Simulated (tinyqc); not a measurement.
# Delay unit and parasitic delay from two ring oscillators

Problem. A ring of 31 inverters oscillates at 1/(2 x 31 d), with stage delay d = tau (h + p) for fan-out h. Find tau, p and the delay at fan-out 4.

frequencies of 31-stage ring oscillators with fan-out 2 and 4 (GHz): 1.6656717  1.0665092

Solution. d is a straight line in h with slope tau and intercept tau p.

tau = 2.72 ps
p = 1.56
delay at fan-out 4 = 15.1 ps

Program tinyqc, `OMP_NUM_THREADS=1 python tinyqc.py 2082160 2082161 out.jsonl`; Intel Xeon 2.30GHz, shared host, one thread, about 0.01 s.
